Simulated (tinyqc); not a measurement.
Phase shift across the band: Koster-Slater impurity in a tight-binding band, by Green functions and by supercells. Computed by tinyqc, a small Python program. Command: `OMP_NUM_THREADS=1 python tinyqc.py 3013889 3013890 out.jsonl kosterslater walk`. One thread of a shared host (Intel(R) Xeon(R) Processor @ 2.30GHz), about 0.02 s of CPU time with the checks.

One orbital per site, e(k) = -2 t sum cos(k_i) over 1 direction(s), band from -2 t to 2 t, lattice constant 1. One site has the extra energy U. Spin is left out.

Inputs (values chosen for the exercise, for a model band): hopping t = 1.4 eV; impurity potential U = -0.629 eV; broadening eta = 0.21 eV.

Lattice: chain.

Method:
- Outside the band G0(E) = sign(E)/sqrt(E^2 - 4 t^2).
- A bound state solves 1/U = G0(E).
- Bisection in ln(distance from the edge) between 1e-5 t and |U| + t. Weight on the impurity site: -1/(U^2 dG0/dE), by a central difference with step min(1e-4 t, distance/30). Decay length along an axis: 1/arccosh(1 + distance/(2 t)).
- Inside the band G0(z), z = E + i eta, comes from the chain form 1/(sqrt(y - 2t) sqrt(y + 2t)) (principal roots) at y = z.
- delta/pi = -arg(1 - U G0)/pi counts the states added below E (Friedel); host DOS = -Im G0/pi, DOS on the impurity = -Im[G0/(1 - U G0)]/pi; 13 evenly spaced energies from -(band edge + |U| + 2t) to +(band edge + |U| + 2t).

distance from the band edge = 0.0697807 eV

level E_b = -2.86978 eV

Across the spectrum:

| E (eV) | Re G0 (1/eV) | host DOS (1/eV) | DOS on the impurity (1/eV) | delta/pi |
|---|---|---|---|---|
| -6.2290 | -0.17937 | 0.00241 | 0.00306 | 0.00171 |
| -5.1908 | -0.22794 | 0.00414 | 0.00564 | 0.00304 |
| -4.1527 | -0.32270 | 0.00949 | 0.01493 | 0.00749 |
| -3.1145 | -0.63615 | 0.06534 | 0.17353 | 0.06748 |
| -2.0763 | -0.06227 | 0.16479 | 0.16011 | 0.10401 |
| -1.0382 | -0.01225 | 0.12182 | 0.11684 | 0.07576 |
| 0.0000 | 0.00000 | 0.11336 | 0.10795 | 0.07015 |
| 1.0382 | 0.01225 | 0.12182 | 0.11349 | 0.07464 |
| 2.0763 | 0.06227 | 0.16479 | 0.13896 | 0.09666 |
| 3.1145 | 0.63615 | 0.06534 | 0.03305 | 0.02927 |
| 4.1527 | 0.32270 | 0.00949 | 0.00655 | 0.00496 |
| 5.1908 | 0.22794 | 0.00414 | 0.00316 | 0.00228 |
| 6.2290 | 0.17937 | 0.00241 | 0.00195 | 0.00136 |

delta/pi starts and ends near zero (+0.002 and +0.001): the impurity moves states but creates none. The level lies only 0.3 eta outside the band, so the broadening smears its step. delta/pi rises at the bound state below the band (-2.870 eV), reaches 0.10 among these rows (1 in the limit of small eta, just above the level) and is paid back by the top of the band (on a chain half a state is lost at each edge, and in between delta = atan(|U|/sqrt(4 t^2 - E^2))).

Extremes, crossings and ranges named in words are read from the listed rows.
